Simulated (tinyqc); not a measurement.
Length of a polyene: Hueckel, PPP and singles CI along the polyenes. Computed by the program tinyqc. Hueckel uses the same beta without repulsion; CIS keeps all single excitations and so misses the low, doubly excited 2Ag state. W is the valence ionisation energy of a centre, MN the Mataga-Nishimoto formula, f the oscillator strength.

All-trans chains of carbon centres 1.40 angstrom apart:

| parameter | value |
|---|---|
| beta (eV), times 1 +/- alternation | -2.690000 |
| alternation | 0.050000 |
| W (eV) | 11.160000 |
| gamma_rr (eV) | 11.200000 |
| repulsion formula | MN |

Gaps and excitations (eV):

| centres | Hueckel gap | PPP orbital gap | bright singlet (CIS) | f | lowest triplet (CIS) |
|---|---|---|---|---|---|
| 2 | 5.649 | 11.011 | 8.568 | 0.735 | 2.730 |
| 4 | 3.645 | 8.405 | 6.021 | 1.190 | 1.719 |
| 8 | 2.214 | 6.319 | 4.123 | 2.141 | 1.015 |
| 10 | 1.883 | 5.800 | 3.658 | 2.576 | 0.863 |
| 12 | 1.654 | 5.434 | 3.330 | 2.986 | 0.762 |
| 14 | 1.486 | 5.164 | 3.088 | 3.376 | 0.692 |

Estimate the missing row, centres = 6.

Computed row:
```
centres  Hueckel gap  PPP orbital gap  bright singlet (CIS)      f  lowest triplet (CIS)
6              2.731            7.101                 4.826  1.678                 1.263
```

The Hueckel gap tends to 4 x alternation x |beta| = 0.54 eV for long chains. Exchange opens the PPP orbital gap, and the attraction of electron and hole brings the bright state 2.08 eV below it at 14 centres; the triplet lies 2.40 eV lower still.
